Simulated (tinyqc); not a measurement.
# Probe couplings from its potential

Question. One voltage probe p sits between leads L (mu = 1) and R (mu = 0) without magnetic field: mu_p = T_pL/(T_pL + T_pR), T_eff = T_RL + T_pL T_pR/(T_pL + T_pR). Find T_pL and T_pR.

T_RL = 0.48
mu_p = 0.87234043
T_eff = 0.53234043

Answer. T_eff - T_RL equals T_pL (1 - mu_p) and also T_pR mu_p.

T_pL = 0.4100
T_pR = 0.06000

Computed by the program tinyqc: `OMP_NUM_THREADS=1 python tinyqc.py 2700031 2700032 out.jsonl`, one thread of a shared Intel Xeon 2.30GHz, about 0.01 s for the whole run.
